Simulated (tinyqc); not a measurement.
# Band bending at a free surface with one surface level, surface photovoltage and Kelvin probe, step by step

Numbers from tinyqc (`OMP_NUM_THREADS=1 python tinyqc.py 2430021 2430022 out.jsonl`; about 0.01 s on one thread of a shared Intel Xeon 2.30GHz). Printed values are rounded.

n-type bulk, xi = Ec - EF = Vt ln(Nc/Nd), p0 = ni^2/Nd, ni = sqrt(Nc Nv) exp(-Eg/(2 Vt)), Eg in volts. b is the upward band bending, u = b/Vt. Space charge per area, in units of q: Qc = sign(b) sqrt((2 eps0 eps_r Vt/q) [(Nd + dn)(exp(-u) - 1) + Nd u + (p0 + dn)(exp(u) - 1)]), with dn the excess density under light (flat quasi-Fermi levels; 0 in the dark). The level holds -Ns f, f = 1/(1 + exp((xi + b - Es)/Vt)). Neutrality: Qc + Qf + (charge of the states) = 0.

Values chosen for this exercise; band and dielectric values close to those of gallium nitride:
```
symbol    value   unit                                    meaning
T           300      K                                temperature
Eg         3.36     eV                                   band gap
eps_r      9.51                             relative permittivity
Nc      2.34e18  cm^-3     conduction-band density of states at T
Nv      4.55e19  cm^-3        valence-band density of states at T
chi        4.13     eV                          electron affinity
Nd       2.1e17  cm^-3                              donor density
Qf       1.5e10  cm^-2       fixed positive charge at the surface
pt         4.82     eV             work function of the probe tip
Ns       1.5e12  cm^-2  density of an acceptor-like surface level
Es         0.76     eV        its depth below the conduction edge
dn       2.5e15  cm^-3         excess carrier density under light
```

Constants: q = 1.602176634e-19 C, kB = 1.380649e-23 J/K, Vt = kB T/q, eps0 = 8.8541878128e-14 F/cm where lengths are in cm. Results are converted to the units shown.

## Bulk quantities

xi, ni, p0, the Debye length sqrt(eps0 eps_r Vt/(q Nd)) and the flat-band work function chi + xi.

xi = 0.0623240 eV
ni = 6.17811e-10 cm^-3
p0 = 1.81757e-36 cm^-3
Debye length = 8.04353 nm
chi + xi = 4.19232 eV

## Charges against band bending

b, point 0 to 6 (V): 0.199  0.331  0.463  0.596  0.728  0.86  0.993

Evaluate Qc, the surface charge Qf - Ns f and their sum in the dark; the root lies where the sum changes sign.

```
point  Qc (cm^-2)  surface charge (cm^-2)  sum (cm^-2)
0      6.18241e11             -1.48500e12  -8.66759e11
1      8.20709e11             -1.48500e12  -6.64290e11
2      9.82309e11             -1.48483e12  -5.02519e11
3      1.12183e12             -1.45619e12  -3.34355e11
4      1.24494e12             -3.39474e11   9.05466e11
5      1.35692e12              1.21923e10   1.36912e12
6      1.46110e12              1.49836e10   1.47609e12
```

The sum rises steadily with b, so there is one root; bisection gives b = 0.66185 V.

## Work function and Kelvin-probe reading

converged b = 0.661854 V

Work function chi + xi + b; contact potential difference CPD = (work function of the sample) - pt. Depth of EF below Ec at the surface: xi + b. Depletion width Qc/Nd.

xi + b = 0.724178 eV
Qc = 1.18485e12 cm^-2
Qc/Nd = 56.4214 nm
work function = 4.85418 eV
CPD = 34.1777 mV

The level is 80.0 % filled: the Fermi level is pinned at it.

## Surface photovoltage

Under chopped light the surface charge keeps its dark value, so b falls to bL with Qc(bL, dn) = Qc(b, 0); the photovoltage is b - bL. Qc rises with b, so bL follows by bisection.

bL = 0.189677 V
photovoltage = 472.176 mV
share of b removed = 71.3415 %
excess holes at the surface, dn exp(bL/Vt) = 3.84043e18 cm^-3
